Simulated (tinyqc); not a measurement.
Matthiessen's rule against the full average: mobility of a non-polar semiconductor in the relaxation-time approximation. Computed by tinyqc, a small Python program. Command: `OMP_NUM_THREADS=1 python tinyqc.py 3027077 3027078 out.jsonl rta walk`. One thread of a shared host (Intel(R) Xeon(R) Processor @ 2.30GHz), about 0.01 s of CPU time with the checks.

Each valley is treated as a sphere of mass m_d for states and rates, with one isotropic relaxation time; the conductivity mass m_c sets the current.

Inputs (values chosen for the exercise, modelled on electrons in silicon):

| quantity | value | unit |
|---|---|---|
| longitudinal mass m_l | 0.896 | m_0 |
| transverse mass m_t | 0.195 | m_0 |
| equivalent valleys Z | 6 | - |
| non-parabolicity alpha | 0.49 | 1/eV |
| static permittivity eps_s | 11.7 | - |
| density rho | 2329 | kg/m^3 |
| sound velocity v_l | 8940 | m/s |
| acoustic deformation potential D_A | 9.9 | eV |
| phonon energy hbar w | 58.9 | meV |
| optical or intervalley deformation potential D_o | 4.9 | 1e8 eV/cm |
| final valleys Z_f | 5 | - |
| carrier density n | 6.7e+15 | 1/cm^3 |
| compensation ratio C | 0 | - |
| temperature T | 200 | K |

Band: Kane. Impurity formula: Brooks-Herring. Further scattering: none.

Constants: k_B = 8.617333262e-05 eV/K; m_0 = 9.1093837015e-31 kg; e = 1.602176634e-19 C; hbar = 1.054571817e-34 J s; eps_0 = 8.8541878128e-12 F/m; k_B = 1.380649e-23 J/K; hbar = 6.582119569e-16 eV s.

Method:
- m_d = (m_l m_t^2)^(1/3); 1/m_c = (1/m_l + 2/m_t)/3; Hall mass factor A = 3 K_m (K_m + 2)/(2 K_m + 1)^2, K_m = m_l/m_t; N_I = n (1 + C)/(1 - C).
- Kane band: hbar^2 k^2/(2 m) = E (1 + alpha E), speed v = hbar k/(m (1 + 2 alpha E)), states per spin, volume and energy g(E) = m k (1 + 2 alpha E)/(2 pi^2 hbar^2); overlap factors are set to 1. Here m = m_d. Masses are multiplied by m_0 and all formulas are in SI units.
- The reduced Fermi level eta = E_F/(k_B T) solves n = 2 Z int g f dE with f = 1/(1 + exp(x - eta)) (Z = 1 unless valleys are given); screening length L_s = sqrt(eps_s eps_0 k_B T/(e^2 dn/deta)), dn/deta = 2 Z int g f (1 - f) dE.
- Integrals over x = E/(k_B T) use 160 Gauss-Legendre points in u = sqrt(x) from 0 to sqrt(max(eta, 0) + 32).
- Phonon occupation N_q = 1/(exp(hbar w/(k_B T)) - 1).
- Acoustic deformation potential (elastic, equipartition, absorption and emission together): 1/tau = 2 pi k_B T D_A^2 g(E)/(hbar rho v_l^2).
- Optical or intervalley deformation potential: 1/tau = (pi Z_f D_o^2/(rho w)) [N_q g(E + hbar w) + (N_q + 1) g(E - hbar w)], with g = 0 below the band edge.
- Each optical term is multiplied by (1 - f(E'))/(1 - f(E)), E' the final energy, for Pauli blocking.
- Singly charged impurities, momentum relaxation: 1/tau = N_I e^4 m (1 + 2 alpha E) Phi/(8 pi (eps_s eps_0)^2 hbar^3 k^3), with alpha = 0 for a parabolic band.
- Brooks-Herring: Phi = ln(1 + b) - b/(1 + b), b = 4 k^2 L_s^2.
- mu = (m_d/m_c) (2 Z e/(3 n k_B T)) int g v^2 tau f (1 - f) dE.
- Averages over x are split at the emission threshold x_0 = hbar w/(k_B T): 64 Gauss-Legendre points in sqrt(x) below it and 128 in sqrt(x - x_0) above it, up to x = max(eta, 0) + 32.
- Rates are added at each energy before the average. With <y> = int g v^2 y f (1 - f) dE: Hall factor r_H = A (3 n k_B T/(2 Z m_d)) <tau^2/(1 + 2 alpha E)>/<tau>^2 (alpha = 0 for a parabolic band); Hall mobility r_H mu; |S| = (k_B/e) (<x tau>/<tau> - eta); resistivity 1/(n e mu).
- Matthiessen's rule adds 1/mu of the separate processes.

acoustic mobility = 4041.22 cm^2/(V s)

optical mobility = 24805.6 cm^2/(V s)

ionised impurity mobility = 54128.9 cm^2/(V s)

drift mobility mu = 2657.27 cm^2/(V s)

Separate mobilities:

| process | mu (cm^2/(V s)) | share of the sum of 1/mu (%) |
|---|---|---|
| acoustic | 4041 | 80.803 |
| optical | 24806 | 13.164 |
| ionised impurity | 54129 | 6.033 |

mobility by Matthiessen's rule = 3265.4 cm^2/(V s)

excess of Matthiessen's rule over the full mu = 22.887 %

The rule gives 3265 against the full 2657, 22.9 % too high; it can only overestimate, since each separate average is carried by the energies where that process is weak. The largest shares are acoustic (81 %) and optical (13 %).

Extremes, crossings and ranges named in words are read from the listed rows.
